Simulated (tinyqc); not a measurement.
Straight dislocations in isotropic elasticity: fields, energies, partials, Peierls stress and walls: one step, computed by the program tinyqc.

The line runs along z, the glide plane is y = 0, and beta is the angle between b and the line (0 screw, 90 degrees edge): b_e = b sin(beta) along +x with the extra half plane at y > 0, b_s = b cos(beta). Stress is positive in tension.

Question. Peierls-Nabarro core of the undissociated dislocation. Energy factor K = G [cos^2(beta) + sin^2(beta)/(1 - nu)]. Misfit energy gamma(u) = (gamma_us/2)(1 - cos(2 pi u/b)), so the largest restoring stress is tau_max = pi gamma_us/b; u(x) = b/2 + (b/pi) arctan(x/zeta), zeta = K b/(4 pi tau_max). Summing the misfit energy over atomic rows a' apart gives, for a wide core, W_P = (K b^2/pi) exp(-2 pi zeta/a') and sigma_P = (K b/a') exp(-2 pi zeta/a'); a' = b/2 for edge and 30-degree lines, b sqrt(3)/2 for screw and 60-degree lines.

Inputs (values chosen for the exercise, modelled on nickel): Burgers vector b = 2.492 angstrom; unstable fault energy gamma_us = 309 mJ/m^2.

Character: screw.

energy factor K = 82.1 GPa

Constants: 1 eV/angstrom^3 = 160.2176634 GPa.

Give: tau_max; half width zeta; row spacing a'; Peierls barrier W_P; Peierls stress sigma_P.

Answer.

tau_max = 3.895 GPa

half width zeta = 4.179 angstrom

row spacing a' = 2.158 angstrom

Peierls barrier W_P = 0.05261 meV/nm

Peierls stress sigma_P = 0.4924 MPa
